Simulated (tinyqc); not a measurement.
Bulk resistivity and mean free path from two films.

Question. In the thick-film limit single-crystal films obey rho = rho0 (1 + 3 (1 - ps) lam/(8 d)). Find rho0, lam and the product rho0 lam.

Parameters, values chosen for the exercise:
```
symbol,value,unit,meaning
ps,0,,specular share of surface scattering
```

rho at d = 62 and 230 nm (uohm cm): 2.1154355  1.8192913

Answer. rho is a straight line in 1/d: the intercept is rho0 and the slope (3/8)(1 - ps) rho0 lam. Without ps only the product (1 - ps) lam could be found.

rho0 = 1.710 uohm cm
lam = 39.20 nm
rho0 lam = 67.03 uohm cm nm

Program tinyqc, `OMP_NUM_THREADS=1 python tinyqc.py 2100167 2100168 out.jsonl`; Intel Xeon 2.30GHz, shared host, one thread, about 0.01 s.
